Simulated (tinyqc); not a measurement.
Single-domain magnet: Stoner-Wohlfarth switching, Neel-Arrhenius retention, LLG dynamics and spin torque: one step, computed by the program tinyqc. Command: `OMP_NUM_THREADS=1 python tinyqc.py 3003423 3003424 out.jsonl macro walk`. One thread of a shared host (Intel(R) Xeon(R) Processor @ 2.30GHz), about 0.01 s of CPU time with the checks.

The moment is uniform, with unit vector m; z is the easy axis. mu_0 = 1.25663706212e-6 T m/A, gamma = 1.76085963023e11 rad/(s T).

Problem. Barrier in a tilted field. Energy over K_eff V: e(theta) = sin^2(theta) + 2 h cos(theta - psi) for m at the angle theta from +z and a field that points at psi from -z (it pulls m away from +z towards negative theta); h_sw = (cos^(2/3) psi + sin^(2/3) psi)^(-3/2). The metastable minimum and the saddle are the two roots of e'(theta) = sin(2 theta) - 2 h sin(theta - psi) on either side of theta_c = -arctan(tan^(1/3) psi).

Inputs (values chosen for the exercise, for a model magnet): temperature T = 300 K; field angle psi from the easy axis = 45 degrees; reversing field h = H/H_K = 0.19.

Shape: thin disc, easy axis normal to it.

stability factor Delta = 84.67328

Give: switching field h_sw; minimum theta; saddle theta; barrier / (K_eff V); barrier / (k_B T).

Solution.

switching field h_sw = 0.5

minimum theta = -8.946 degrees

saddle theta = -81.05 degrees

barrier / (K_eff V) = 0.5043

barrier / (k_B T) = 42.70

The form (1 - h/h_sw)^n reproduces this barrier with n = 1.432; n is 2 for a field on the axis, and the approach to h_sw has the exponent 3/2 off the axis. Caution: a flat cylinder has a smaller N_z than the spheroid of the same t/d, so K_eff of a real disc is larger.
